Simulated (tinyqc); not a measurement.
Band-to-band tunnelling in a uniform field: complex band structure along [001] in sp3s* tight binding.

For k = (0, 0, kz) the phase sums are g0 = cos(phi) and g3 = i sin(phi), phi = kz a/4, and the s, pz, s* orbitals of anion (a) and cation (c) decouple from px, py. With z = exp(i phi), H(z) = H0 + z T + T^T/z for any complex z. H0 is diagonal (Esa, Epa, Exa, Esc, Epc, Exc). The anion-cation block is B(z) = z U + W/z and the cation-anion block z W^T + U^T/z, where U has Vss/2 (s,s), Vsapc/2 (s,z), -Vscpa/2 (z,s), Vxx/2 (z,z), Vxapc/2 (s*,z), -Vpaxc/2 (z,s*), and W has the same values with the s-z and s*-z signs reversed. |z| = 1 is a band state, |z| < 1 decays along [001] as exp(-kappa d) over a distance d, kappa = -(4/a) ln|z|. No spin-orbit coupling.

Constants: hbar^2/2m0 = 3.80998211 eV angstrom^2.

Inputs chosen for the exercise (out of a larger set: near a published set for InAs, fitted to gaps, whose masses and valley positions are rough (light masses up to twice too heavy); not measured data): p = (-9.44, 0.906, -2.742, 3.676, 7.496, 6.789, -5.608, 1.843, 4.432, 3.043, 5.444, 3.409, 3.898) eV (order Esa, Epa, Esc, Epc, Exa, Exc, Vss, Vxx, Vxy, Vsapc, Vscpa, Vxapc, Vpaxc); a = 6.058 angstrom (lattice constant).

Ev = -0.01440 eV
EG (direct gap) = 0.45528 eV

masses of this model, from the curvature at Gamma (m0): m_lh 0.03070, m_e 0.03301

WKB at zero transverse momentum: T = exp(-2 I/(eF)), I = integral of kappa dE across the direct gap (8 Gauss-Legendre points in theta, E = EG sin^2 theta, 0 to pi/2); 1 MV/cm = 0.01 V/angstrom. The two-band form gives I = (pi/8) sqrt(m/c) EG^(3/2) with m = 2 m_lh m_e/(m_lh + m_e).

Tunnelling:

| F (MV/cm) | path EG/eF (angstrom) | exponent 2I/eF | T, tight binding | T, two-band |
|---|---|---|---|---|
| 0.50 | 91.1 | 4.407 | 0.0122 | 0.0122 |
| 0.75 | 60.7 | 2.938 | 0.0530 | 0.0529 |
| 1.00 | 45.5 | 2.203 | 0.110 | 0.110 |
| 1.50 | 30.4 | 1.469 | 0.230 | 0.230 |
| 2.00 | 22.8 | 1.102 | 0.332 | 0.332 |
| 4.00 | 11.4 | 0.551 | 0.576 | 0.576 |

Give the missing row, F (MV/cm) = 3.00.

Computed row:
```
F (MV/cm)  path EG/eF (angstrom)  exponent 2I/eF  T, tight binding  T, two-band
3.00                        15.2           0.734             0.480        0.480
```

I, tight binding = 0.011016 eV/angstrom
I, two-band = 0.011023 eV/angstrom

The two-band integral is +0.06 % from the tight-binding one, which makes the two-band T 0.9973 times the other at 0.5 MV/cm and 0.9997 times at 4 MV/cm. Doubling the field from 1 to 2 MV/cm halves the exponent and raises T by a factor 3.01. Where the exponent falls below about 2 the WKB form is only a guide.

Run: tinyqc, `OMP_NUM_THREADS=1 python tinyqc.py 1482218 1482219 out.jsonl`; Intel(R) Xeon(R) Processor @ 2.30GHz, one thread, shared host; about 0.01 s of CPU time with all checks.
